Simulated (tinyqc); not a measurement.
One-electron ion in a basis of Gaussians, step by step. Computed by tinyqc, a small Python program that keeps every step. Settings: Z = 6, l = 2. Command: `OMP_NUM_THREADS=1 python tinyqc.py 29474 29475 out.jsonl` (the two numbers bound the seeds that draw the settings). One thread of a shared host (Intel(R) Xeon(R) Processor @ 2.60GHz), about 0.01 s of CPU time with the checks.

## Matrices over normalised Gaussians

exponents of r^l exp(-a r^2) (1/bohr^2): 0.111800  0.163200  0.238300  0.347900

Z = 6

l = 2

With p = a_i + a_j and I(k) = Gamma((k+1)/2) / (2 p^((k+1)/2)): S = I(2l+2), T = (2l+3) a_i a_j S / p, V = -Z I(2l+1), each divided by sqrt(S_ii S_jj).

S, lower triangle:
```
          1         2         3         4
1  1.000000
2  0.939667  1.000000
3  0.782840  0.939578  1.000000
4  0.585144  0.782780  0.939630  1.000000
```

T (hartree), lower triangle:
```
          1         2         3         4
1  0.391300
2  0.436417  0.571200
3  0.417008  0.637074  0.834050
4  0.346563  0.608705  0.930224  1.217650
```

V (hartree), lower triangle:
```
           1          2          3          4
1  -1.707422
2  -1.779284  -2.062909
3  -1.672530  -2.149714  -2.492769
4  -1.432534  -2.020682  -2.597676  -3.011946
```

## Generalised eigenproblem

H = T + V (hartree), lower triangle:
```
           1          2          3          4
1  -1.316122
2  -1.342868  -1.491709
3  -1.255522  -1.512641  -1.658719
4  -1.085971  -1.411977  -1.667451  -1.794296
```

Solve H C = S C e through S^(-1/2); each column has its largest component positive (the first on a tie).

eigenvalues of S: 0.000987  0.030810  0.474291  3.493912

eigenvalues (hartree): -1.844137  -1.038886  -0.539602  0.052738

coefficients:
```
           1          2          3           4
1   0.780715   2.247516  -4.399926    6.969085
2  -2.606151  -3.204772   6.456072  -19.796023
3   3.125717   3.699074  -1.142277   20.632798
4  -2.339710  -2.267246  -1.334493   -7.818564
```

For Z = 6 and l = 2 the exact lowest level is -Z^2/(2 n^2) with n = l + 1: -2.000000 hartree. The basis is nearly linearly dependent, so rounded matrices do not reproduce these digits.
